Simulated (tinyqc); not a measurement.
Inside a calculation. Model: MOSFET in saturation, small-signal circuit and noise.

Program tinyqc, `OMP_NUM_THREADS=1 python tinyqc.py 2150054 2150055 out.jsonl`; Intel Xeon 2.30GHz, shared host, one thread, about 0.01 s. Printed values are rounded.

Bias by the inversion coefficient IC = I/Ispec (charge-based model with velocity saturation; weak inversion below 0.1, strong above 10). Common-source circuit: gm, gds, Cgs, Cgd and Cj at the inner nodes, Rg in series with the gate; quasi-static, no source or drain resistance, no gate-body capacitance, no substrate network, no induced gate noise, so fmax is an upper estimate.

Inputs (values chosen for the exercise):
```
symbol,value,unit,meaning
T,293,K,temperature
L,65,nm,gate length
W,10,um,total gate width
Cox,1.95,uF/cm^2,gate capacitance
mu,120,cm^2/(V s),mobility
n,1.16,,slope factor
Ls,15,nm,velocity-saturation length
sg,0.06,,ratio gds/gm
Cov,0.38,fF/um,overlap and fringe capacitance per side
Cj,0.61,fF/um,drain junction capacitance
Rsh,8,ohm,sheet resistance of the gate
Wf,4,um,finger width
Rc,100,ohm um,gate contact and vertical resistance
IC,0.61,,inversion coefficient
gw,0.15,,short-channel excess of the noise factor
Nt,6e16,cm^-3 eV^-1,oxide trap density
lt,0.1,nm,tunnelling length into the oxide
ac,3000,V s/C,Coulomb scattering coefficient
f,2,GHz,signal frequency
```

Constants: q = 1.602176634e-19 C, kB = 1.380649e-23 J/K, Vt = kB T/q. Results are converted to the units shown.

Range of the model: fmax exceeds 4 fT, where channel resistance and substrate losses, left out here, would cap it.

## Current, transconductance and gain

Ispec = 2 n mu Cox (W/L) Vt^2, lc = Ls/L, gms = [sqrt((lc IC + 1)^2 + 4 IC) - 1]/[2 + lc (lc IC + 1)], gm = gms Ispec/(n Vt), gds = sg gm.

Ispec = 53.2441 uA
I = 32.4789 uA
gms = 0.412794
gm = 0.750424 mS
gds = 0.0450254 mS
gm/I = 23.1050 1/V

gm/I is 67.7 % of its weak-inversion limit 1/(n Vt); without velocity saturation (lc = 0) gms would be 0.427.

## Capacitances, gate resistance and cut-off frequencies

qs = [sqrt(1 + 4 IC) - 1]/2, Cgs = Cox W L qs (2 qs + 3)/(3 (qs + 1)^2) + Cov W, Cgd = Cov W, Cd = Cj W, Rg = Rsh (Wf/L)/(12 Nf) + Rc/W with Nf = W/Wf fingers (not rounded) contacted at both ends. fT = gm/(2 pi (Cgs + Cgd)), fmax = fT/(2 sqrt(Rg (gds + 2 pi fT Cgd))).

Cgs = 7.21623 fF
Cgd = 3.8 fF
Cd = 6.1 fF
Rg = 26.4103 ohm
fT = 10.8416 GHz
fmax = 60.5098 GHz

Overlap and fringe make up 69.0 % of the gate capacitance; fmax is 5.58 times fT.

## Admittance matrix

Inner admittances at w = 2 pi f: y11 = i w (Cgs + Cgd), y12 = -i w Cgd, y21 = gm - i w Cgd, y22 = gds + i w (Cgd + Cd). Invert to Z, add Rg to Z11 and invert back to Y.

inner y (mS):
```
                    1                   2
1  0.000000+0.138434i  0.000000-0.047752i
2  0.750424-0.047752i  0.045025+0.124407i
```

Y with Rg (mS):
```
                    1                    2
1  0.000506+0.138432i  -0.000175-0.047752i
2  0.750239-0.050495i   0.045089+0.125353i
```

## Current gain and unilateral power gain

|h21| = |Y21/Y11|; U = |Y21 - Y12|^2/(4 [Re Y11 Re Y22 - Re Y12 Re Y21]). Extrapolated at 20 dB a decade: f |h21| and f sqrt(U).

|h21| = 5.43177
U = 915.359
f |h21| = 10.8635 GHz
f sqrt(U) = 60.5098 GHz

f |h21| is 0.20 % above the formula for fT, and f sqrt(U) within 0.01 % of that for fmax.

## Noise at the gate

Channel noise Sid = 4 kB T gam n gm with gam = (1/2 + (2/3) qs)/(1 + qs) + gw lc IC, qs = [sqrt(1 + 4 IC) - 1]/2, lc = Ls/L (the last term an empirical rise with velocity saturation); at the gate, white noise Sw = Sid/gm^2 + 4 kB T Rg. Number fluctuation with correlated mobility: S(f) = K/f, K = q^2 Vt lt Nt/(W L Cox^2) (1 + ac mu Cox I/gm)^2, Vt in eV with Nt per eV. Corner fc = K/Sw. Full shot noise would be 2 q I.

gam = 0.571017
Sid = 8.04311e-24 A^2/Hz
Sid/(2 q I) = 0.772827
sqrt(Sw) = 3.83537 nV/Hz^0.5
K = 1.67043e-11 V^2
fc = 1.13557 MHz

The gate resistance gives 2.9 % of the white noise power.
